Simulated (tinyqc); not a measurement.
What moves the results: quantum well in an electric field by finite differences. A value that a table varies takes the place of the one given here.

Finite differences on points z_i at the centres of cells of width h: H_ii = (c/h^2)(1/m_(i-1/2) + 1/m_(i+1/2)) + V_i, H_(i,i+1) = -(c/h^2)/m_(i+1/2), where m_(i+1/2) is the mean of the masses at the two points (the end values are repeated outwards), psi = 0 on the points beyond both ends, c = hbar^2/2m0. The field adds e F (z - z0) with z0 the middle of the structure; 1 kV/cm = 1e-5 eV/angstrom.

Constants: hbar^2/2m0 = 3.80998211 eV angstrom^2.

Values chosen for the exercise (near those of an InGaAs well in InAlAs; not measured data): layers = ((78, 0.546, 0.0742), (104, 0, 0.042), (78, 0.546, 0.0742)) (each layer: thickness in angstrom, band edge in eV, mass in m0); hf = 1.625 angstrom (cell width of the fine grid); Fs = (0, 16.7, 33.3, 50, 66.7, 83.3, 100) kV/cm (fields); F = 83 kV/cm (field along z); Lw = 104 angstrom (well width); Lb = 78 angstrom (each outer barrier); V0 = 0.546 eV (barrier height); mw = 0.042 m0 (mass in the well); mb = 0.0742 m0 (mass in the barriers).

## Stark shift

Fine grid. Perturbation theory: dE1 = e F z_11 - beta (e F)^2 with beta = sum_j z_1j^2/(E_j - E_1) over the 13 next levels at zero field, z from z0.

Levels against field:
```
F (kV/cm)  E1 (eV)  E2 (eV)  dE1 (meV)  second order (meV)  <z - z0> (angstrom)  E2 - E1 (meV)
0           0.0469   0.1887       0.00                0.00                  0.0          141.8
16.7        0.0468   0.1887      -0.12               -0.12                 -1.4          141.9
33.3        0.0464   0.1888      -0.48               -0.48                 -2.9          142.4
50.0        0.0458   0.1890      -1.08               -1.08                 -4.3          143.1
66.7        0.0450   0.1892      -1.91               -1.93                 -5.7          144.2
83.3        0.0439   0.1894      -2.97               -3.01                 -7.1          145.5
100         0.0426   0.1897      -4.27               -4.33                 -8.4          147.1
```

z_11 = 0.00 angstrom
beta = 4334 angstrom^2/eV

What can be read from the table?

At zero field the state is centred, so the shift starts as F^2; it turns linear only if the state is pulled to one side. At 100 kV/cm E1 has moved by -4.27 meV, where second order gives -4.33 meV; they differ by 1.6 % there. The electron moves by -8.4 angstrom, against the rise of the potential. E2 - E1 grows with the field; the ends are 141.8 and 147.1 meV.

## Order of mass and momentum

Fine grid. Hermitian kinetic operators m^a p m^b p m^a with 2a + b = -1: H_ii = (c/h^2) m_i^(2a) (m_(i-1/2)^b + m_(i+1/2)^b) + V_i, H_(i,i+1) = -(c/h^2) m_i^a m_(i+1)^a m_(i+1/2)^b; BenDaniel-Duke is a = 0. The halved form has H_ii = 2c/(h^2 m_i) + V_i and H_(i,i+1) = -(c/2h^2)(1/m_i + 1/m_(i+1)). The shifts are measured against BenDaniel-Duke; the last column repeats E1 with cells of hf/4.

Levels (eV):
```
operator                            E1      E2  E1 - E1(BDD) (meV)  E1 at hf/4
BenDaniel-Duke                  0.0440  0.1894                 0.0      0.0440
(1/m) p^2 + p^2 (1/m), halved   0.0407  0.1723                -3.2     -0.4065
m^(-1/2) p^2 m^(-1/2)           0.0559  0.2233                11.9      0.0559
m^(-1/4) p m^(-1/2) p m^(-1/4)  0.0501  0.2063                 6.2      0.0502
one mass, the smallest          0.0502  0.2064                 6.2      0.0502
```

What does this show?

The three forms m^a p m^b p m^a span 11.9 meV in E1, 8 % of E2 - E1; they differ only at the mass steps (largest to smallest mass 1.77), where m^a psi is the continuous quantity. Dropping the mass step altogether moves E1 by +6.2 meV. Refining the grid moves the halved form by -447.2 meV, against at most 0.09 meV for the other three: at an abrupt step it has no limit as the grid is refined.

## Thickness of the outer barriers

Fine grid, zero field, both outer layers set to each thickness in turn.

Levels (eV):
```
outer layers (angstrom)       E1       E2       E3
19.500                   0.04769  0.19285  0.43759
39.000                   0.04693  0.18884  0.42092
78.000                   0.04692  0.18868  0.41865
156.000                  0.04692  0.18868  0.41860
312.000                  0.04692  0.18868  0.41860
```

Which of the three levels are properties of the well, and how thick must the outer layers be?

E1 is bound, and within 0.1 meV of the last row from 39 angstrom on. E2 is bound, and within 0.1 meV of the last row from 78 angstrom on. E3 is bound, and within 0.1 meV of the last row from 78 angstrom on.

## What each parameter does

Three layers: barrier, well, barrier; fine grid. The Stark shift is E1(F) - E1(0). Each row changes one parameter from the base and keeps the others.

Results:
```
case               E1 (eV)  E2 - E1 (meV)  Stark shift (meV)  <z - z0> (angstrom)
base                0.0440          145.5              -2.95                -7.04
Lw = 78 angstrom    0.0700          216.3              -1.29                -3.11
Lb = 104 angstrom   0.0440          145.5              -2.95                -7.04
V0 = 0.437 eV       0.0410          137.9              -3.30                -7.86
mw = 0.0483 m0      0.0404          133.7              -3.07                -7.30
mb = 0.089 m0       0.0419          142.2              -3.08                -7.35
F = 41.5 kV/cm      0.0462          142.7              -0.74                -3.58
```

What does this show?

The largest shifts from the base row, up to three for each result and ties (the steps differ in size, so this ranks the rows, not the parameters). E1 (eV): Lw +0.0261, mw -0.0036, V0 -0.0029; unchanged at the printed digits by Lb. E2 - E1 (meV): Lw +70.8, mw -11.8, V0 -7.5; unchanged at the printed digits by Lb. Stark shift (meV): F +2.21, Lw +1.66, V0 -0.35; unchanged at the printed digits by Lb. <z - z0> (angstrom): Lw +3.93, F +3.46, V0 -0.82; unchanged at the printed digits by Lb.

(tinyqc, `OMP_NUM_THREADS=1 python tinyqc.py 1281858 1281859 out.jsonl`, Intel(R) Xeon(R) Processor @ 2.30GHz, 1 thread, shared host, about 0.03 s.)
